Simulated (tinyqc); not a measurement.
## Short-channel transistor, virtual-source model with series resistance: output curve

The current per gate width is the charge at the top of the source barrier (the virtual source) times its velocity times a saturation function; al and be are fitting constants of the model. Units: I in uA/um, Rs in ohm um, so I Rs = 1e-6 I Rs in volts; Q in uC/cm^2, so I = 1e-4 Q vx0 Fsat with vx0 in cm/s.

Intrinsic voltages Vg' = Vgs - I Rs, Vd' = Vds - 2 I Rs. n = n0 + nd Vd', VT = VT0 - dl Vd', Ff = 1/(1 + exp((Vg' - VT + al Vt/2)/(al Vt))), Q = Cinv n Vt ln(1 + exp((Vg' - VT + al Vt Ff)/(n Vt))), Vdsat = (vx0 L/mu)(1 - Ff) + Vt Ff, Fsat = u/(1 + u^be)^(1/be) with u = Vd'/Vdsat, and I = Q vx0 Fsat per width. I is solved self-consistently. gds = dI/dVds, gm = dI/dVgs.

Values chosen for this exercise: temperature T = 273 K; inversion capacitance Cinv = 1.74 uF/cm^2; velocity at the virtual source vx0 = 1.72e7 cm/s; apparent mobility mu = 94 cm^2/(V s); channel length L = 32 nm; threshold at zero drain voltage VT0 = 0.324 V; drain-induced barrier lowering dl = 0.097 V/V; subthreshold factor n0 = 1.26; growth of n with drain voltage nd = 0 1/V; threshold shift (in units of Vt) from weak to strong inversion al = 3.5; sharpness of saturation be = 1.4; series resistance of each contact Rs = 150 ohm um; gate voltage Vgs = 0.75 V.

Constants: q = 1.602176634e-19 C, kB = 1.380649e-23 J/K, Vt = kB T/q. Results are converted to the units shown.

Result of one run:
```
Vds (V)  I (uA/um)    Fsat  gds (uS/um)  gain gm/gds
0.75         671.0  0.5914        536.0        2.155
```

What becomes of these results when the drain voltage Vds is changed from 0.75 to 0.25 V, all else the same?

Result of the changed run:
```
Vds (V)  I (uA/um)    Fsat  gds (uS/um)  gain gm/gds
0.25         295.4  0.2482         1025       0.4418
```

The whole series:
```
Vds (V)  I (uA/um)     Fsat  gds (uS/um)  gain gm/gds
0.08         102.6  0.08251         1240       0.1180
0.16         198.0   0.1627         1141       0.2559
0.25         295.4   0.2482         1025       0.4418
0.33         373.4   0.3186        924.4       0.6383
0.42         451.7   0.3908        819.5       0.8970
0.5          513.9   0.4484        735.7        1.160
0.58         569.7   0.5000        661.7        1.453
0.67         626.0   0.5513        590.1        1.813
0.75         671.0   0.5914        536.0        2.155
```

The current rises from 103 to 671 uA/um as Fsat rises from 0.0825 to 0.591; gds falls from 1240 to 536 uS/um. The gain ends at 2.15, against 1/dl = 10.3 for a current that depends on Vds through barrier lowering alone; it falls short because Fsat is still growing.

Program tinyqc, `OMP_NUM_THREADS=1 python tinyqc.py 2380080 2380081 out.jsonl`; Intel Xeon 2.30GHz, shared host, one thread, about 0.01 s.
